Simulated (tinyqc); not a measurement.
What moves the results: density of states of one tight-binding band on the triangular lattice. A value that a table varies takes the place of the one given here.

E(k) = -2 t (cos 2 pi k1 + cos 2 pi k2 + cos 2 pi (k1 + k2)); k in fractions of the reciprocal vectors, mesh k_i = j/N with j = 0 .. N-1. Densities are per cell and per spin, so the band holds one state.

Each cell of the mesh is cut along (i+1, j)-(i, j+1) into two triangles. For corner energies e1 <= e2 <= e3 and eij = ei - ej, the share of the triangle below E is n = (E - e1)^2/(e21 e31) for e1 < E < e2 and n = 1 - (e3 - E)^2/(e31 e32) for e2 < E < e3; its density of states is g = dn/dE.

Gaussian broadening: g(E) = mean over the mesh of exp(-(E - E_k)^2/(2 sigma^2))/(sigma sqrt(2 pi)), n(E) = mean of erfc((E_k - E)/(sigma sqrt 2))/2.

Inputs chosen for the exercise: t = 0.42 eV (nearest hopping); N2 = 16 (mesh points along each axis in this comparison); sigma = 0.126 eV (Gaussian width); E = -1.62 eV (energy at which the density is wanted).

## Three ways to the same curve

N = N2 here; the reference is the linear method with N = 240.

g(E) (1/eV):
```
E (eV)  reference  linear triangles  Gaussian, sigma  Gaussian, sigma/4  reference n(E)
-2.176      0.118             0.125            0.127              0.189           0.039
-1.832      0.127             0.129            0.107              0.000           0.081
-1.488      0.139             0.139            0.120              0.293           0.127
-1.145      0.154             0.155            0.214              0.308           0.177
-0.801      0.173             0.174            0.123              0.138           0.233
-0.457      0.199             0.204            0.241              0.592           0.296
-0.114      0.237             0.234            0.247              0.045           0.371
0.230       0.300             0.308            0.244              0.010           0.462
0.573       0.436             0.462            0.485              0.528           0.584
0.917       0.704             0.718            0.708              0.239           0.818
```

How do the results move?

Root-mean-square errors against the reference: 0.0100 for linear triangles, 0.0380 for sigma and 0.2388 for sigma/4. The narrow Gaussian is worse than the wide one, because it resolves the separate mesh levels. The reference is highest at 0.917 eV of the energies listed, and half filling lies between 0.230 and 0.573 eV.

## Convergence with the mesh

At the energy E; the plain count is the share of mesh points below E; the reference is the linear method with N = 240.

Results:
```
N   points  g linear  n linear  g Gaussian  n Gaussian  n plain count
4       16    0.1196    0.0538      0.0000      0.0625         0.0625
6       36    0.1354    0.0914      0.4711      0.1416         0.1944
8       64    0.1341    0.0970      0.0024      0.1093         0.1094
12     144    0.1329    0.1039      0.1351      0.1178         0.1319
16     256    0.1347    0.1061      0.1681      0.1110         0.1211
24     576    0.1350    0.1074      0.1321      0.1086         0.1059
48    2304    0.1342    0.1084      0.1343      0.1090         0.1098
```

reference n and g: 0.1087  0.1342

How do the results move?

The linear n(E) stays within 0.002 of the reference from N = 24 on. The Gaussian g still moves by more than 1 % between the last two meshes. At the last mesh it lies 0.000 1/eV from the reference g and the linear g 0.000. The plain count errs by +0.0011 at the last mesh.

## Critical points

The gradient vanishes at these points by symmetry; the signs of the eigenvalues of the second-derivative matrix give the type.

Critical points:
```
point                 k   E (eV)  positive  negative     type
Gamma            (0, 0)  -2.5200         2         0  minimum
M              (0.5, 0)   0.8400         1         1   saddle
K      (0.3333, 0.3333)   1.2600         0         2  maximum
```

What does this show?

Gamma is a minimum at -2.520 eV: g has a step there. M is a saddle at 0.840 eV: g diverges logarithmically there. K is a maximum at 1.260 eV: g has a step there.

## What moves the count of states

Linear method and Gaussian sum with N = 48. Each row changes one parameter from the base and keeps the others.

Results:
```
case              n linear  g linear (1/eV)  n Gaussian  g Gaussian (1/eV)
base                0.1084           0.1342      0.1090             0.1343
t = 0.462 eV        0.1286           0.1268      0.1291             0.1270
E = -1.578 eV       0.1141           0.1360      0.1147             0.1358
sigma = 0.252 eV    0.1084           0.1342      0.1098             0.1348
```

What does this show?

The largest shifts from the base row, up to three for each result and ties (the steps differ in size, so this ranks the rows, not the parameters). n linear: t +0.0202, E +0.0057; unchanged at the printed digits by sigma. g linear (1/eV): t -0.0073, E +0.0018; unchanged at the printed digits by sigma. n Gaussian: t +0.0201, E +0.0057, sigma +0.0008. g Gaussian (1/eV): t -0.0073, E +0.0015, sigma +0.0005.

Run: tinyqc, `OMP_NUM_THREADS=1 python tinyqc.py 1650473 1650474 out.jsonl`; Intel(R) Xeon(R) Processor @ 2.30GHz, one thread, shared host; about 0.09 s of CPU time with all checks.
